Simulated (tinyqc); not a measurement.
Inside a calculation. Model: off-state leakage of single and stacked transistors.

Computed by the program tinyqc: `OMP_NUM_THREADS=1 python tinyqc.py 2242126 2242127 out.jsonl`, one thread of a shared Intel Xeon 2.30GHz, about 0.03 s for the whole run. Printed values are rounded.

n-channel devices of unit width. Subthreshold current I(Vg, Vs, Vd) = I0 (T/300 K)^0.5 exp[(Vg - Vs - VT(T) - gb (Vs - Vb) + dd (Vd - Vs))/(nf Vt)] (1 - exp(-(Vd - Vs)/Vt)), VT(T) = VT - cT (T - 300 K). Gate-edge tunnelling Ig (Vd/1 V) exp(ag (Vd - 1 V)), for a gate at 0 V, and band-to-band leakage Ab u exp(-Bb/u), u = Vd - Vb + 1 V, flow at a drain held at V; both are taken as independent of T. In a stack of off transistors (all gates at 0 V) the same subthreshold current passes through each.

Parameters, values chosen for the exercise; values of the order met in bulk silicon logic transistors: temperature T = 330 K; supply voltage V = 0.9 V; threshold at 300 K, zero drain and body bias VT = 0.36 V; fall of the threshold with temperature cT = 0.9 mV/K; current at threshold at 300 K I0 = 0.29 uA/um; slope factor nf = 1.23; drain-induced lowering per volt dd = 0.11; rise of the threshold per volt of source-body bias gb = 0.2; gate-edge tunnelling current at 1 V Ig = 0.0001 uA/um; exponential slope of the gate current ag = 5.1 1/V; prefactor of band-to-band leakage at the drain Ab = 7 uA/(um V); its exponential voltage Bb = 27 V; body voltage Vb = -0.6 V.

Constants: q = 1.602176634e-19 C, kB = 1.380649e-23 J/K, Vt = kB T/q. Results are converted to the units shown.

## Leakage of one transistor

Vg = Vs = 0, Vd = V; effective threshold VT(T) - gb Vb - dd V.

effective threshold = 0.354 V
parts (nA/um): subthreshold 0.0122383, gate edge 0.0540446, band-to-band 0.356991
total = 0.423274 nA/um
shares (%): subthreshold 2.89135, gate edge 12.7682, band-to-band 84.3404

The band-to-band part is the largest.

## Starting value

Vx = dd V/(1 + gb + 2 dd), the solution for Vx well above Vt, rounded to three decimals.

Vx at the start = 0.07 V

## Iteration 1: new Vx

Stack of two, Vx the node between them: I_low = I(0, 0, Vx), I_up = I(0, Vx, V), f = ln(I_up/I_low), f' = -(1 + gb + 2 dd)/(nf Vt) - 1/(Vt (exp(Vx/Vt) - 1)) - 1/(Vt (exp((V - Vx)/Vt) - 1)), Vx(new) = Vx - f/f'.

I_low = 8.22985e-4 nA/um
I_up = 8.89503e-4 nA/um
f = 0.0777248
f' = -43.8766 1/V
Vx after iteration 1 = 0.0717714 V

## Iteration 2: new Vx

As before.

I_low = 8.32243e-4 nA/um
I_up = 8.32404e-4 nA/um
f = 1.93038e-4
f' = -43.6613 1/V
Vx after iteration 2 = 0.0717759 V

## Course of the iteration

Stop when the step is below 1e-11 V, or after 40 iterations.

Course of the iteration:
```
iteration  Vx before the step (V)  step (V)
1                            0.07   1.77e-3
2                       0.0717714   4.42e-6
3                       0.0717759  2.62e-11
4                       0.0717759         0
```

Converged in 4 iterations. The subthreshold current of the stack is 8.323e-4 nA/um, 14.7 times less than that of one transistor (the drain leakage is unchanged); the estimate exp[dd V (1 + gb + dd)/((1 + gb + 2 dd) nf Vt)] gives 13.6.
